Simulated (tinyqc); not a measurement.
Comparisons within one model: BHZ model on a square lattice (one spin block). A value that a table varies takes the place of the one given here.

h(k) = e0 + d.s with s the Pauli matrices in the basis (E, H), k in units of 1/a: dx = (A/a) sin kx, dy = (A/a) sin ky, dz = M - (2B/a^2)(2 - cos kx - cos ky), e0 = -(2D/a^2)(2 - cos kx - cos ky). The other spin block is h*(-k). For small k this is the continuum model with dz = M - B k^2.

Ribbon along x with N rows: cos ky and sin ky become hoppings between rows, block (A/a) sy/(2i) + (B/a^2) sz + D/a^2 from row n to n + 1, and the rows end at hard walls; width (N + 1) a.

Parameters, chosen for this exercise (of the size used for thin Bi2Se3 films; shifted at random, so the results belong to these values and not to a real crystal):
- A = 2.66 eV angstrom
- B = -19.2 eV angstrom^2
- D = -4.7 eV angstrom^2
- M = -0.0565 eV (mass term)
- a = 15 angstrom (grid spacing)
- k = (0.16, 0.39) 1/a (wave vector)

## Gap of the edge states against width

penetration = 40.08 angstrom
E at kx = 0 = 13.8307 meV

The two middle levels of the ribbon at kx = 0. The continuum edge state has E = -D M/B and penetration 1/Re(l1), l1 = F - sqrt(F^2 - M/B), F = |A|/(2 sqrt(B^2 - D^2)).

Edge levels:

| N | width (nm) | lower (meV) | upper (meV) | gap (meV) |
|---|---|---|---|---|
| 6 | 10.5 | 4.631 | 24.894 | 20.2627 |
| 10 | 16.5 | 11.637 | 16.195 | 4.5588 |
| 14 | 22.5 | 13.307 | 14.369 | 1.0621 |
| 20 | 31.5 | 13.771 | 13.891 | 0.1202 |
| 28 | 43.5 | 13.827 | 13.834 | 0.0066 |
| 40 | 61.5 | 13.831 | 13.831 | 0.0001 |
| 56 | 85.5 | 13.831 | 13.831 | 0.0000 |

What does this show?

The two edges of one spin block overlap and open a gap, 20.26 meV at 10 nm and 0.0000 meV at 86 nm, against a bulk gap 2|M| = 113.0 meV at Gamma and a penetration of 4.0 nm. The mean of the pair in the widest ribbon is 13.831 meV, against 13.831 for the continuum edge.

## Through the transition

M is varied. Direct gap at Gamma 2|M|; smallest direct gap on kx = 0 to 1 in steps of 0.01; nu = 1 for M/B > 0, else 0; middle gap of a ribbon of 40 rows at kx = 0 (block (A/a) sy/(2i) + (B/a^2) sz + D/a^2 between rows, hard walls).

Against M (meV):

| M | 2\|M\| | smallest direct gap | nu | ribbon gap |
|---|---|---|---|---|
| -40 | 80.0 | 80.00 | 1 | 0.007 |
| -25 | 50.0 | 50.00 | 1 | 0.249 |
| -15 | 30.0 | 30.00 | 1 | 1.781 |
| -8 | 16.0 | 16.00 | 1 | 5.411 |
| -3 | 6.0 | 6.00 | 1 | 10.102 |
| 3 | 6.0 | 6.00 | 0 | 17.882 |
| 8 | 16.0 | 16.00 | 0 | 25.621 |
| 15 | 30.0 | 30.00 | 0 | 37.578 |
| 30 | 60.0 | 60.00 | 0 | 65.287 |

What can be read from the table?

With B < 0, negative M is inverted. There edge states cross the bulk gap: the ribbon gap is 0.249 against 50.0 meV at M = -25 meV, and 10.102 against 6.0 at -3 meV, where the edge states overlap across the whole ribbon and confinement rules, while for positive M confinement raises it above 2|M| (37.58 against 30 meV at M = 15 meV). The smallest direct gap stays at Gamma on all rows.

## What each parameter does

Levels at k and dz there. Each row changes one parameter from the base and keeps the others.

Results:

| case | lower (meV) | upper (meV) | dz (meV) |
|---|---|---|---|
| base | -80.391 | 87.732 | -41.505 |
| A = 2.926 eV angstrom | -86.819 | 94.161 | -41.505 |
| B = -21.12 eV angstrom^2 | -79.660 | 87.002 | -40.005 |
| D = -3.76 eV angstrom^2 | -81.125 | 86.998 | -41.505 |
| M = -0.0515 eV | -78.038 | 85.379 | -36.505 |
| a = 17 angstrom | -75.689 | 81.405 | -44.825 |

How do the results move?

The largest shifts from the base row, up to three for each result and ties (the steps differ in size, so this ranks the rows, not the parameters). lower (meV): A -6.429, a +4.702, M +2.353. upper (meV): A +6.429, a -6.327, M -2.353. dz (meV): M +5.000, a -3.321, B +1.500; unchanged at the printed digits by A and D. D shifts both levels alike and leaves the states, so it cannot change the topology while the gap stays open.

Computed by tinyqc, a small Python program: `OMP_NUM_THREADS=1 python tinyqc.py 1482222 1482223 out.jsonl` (the numbers bound the seed that draws the inputs); one thread of a shared host (Intel(R) Xeon(R) Processor @ 2.30GHz), about 0.1 s for the whole set of steps.
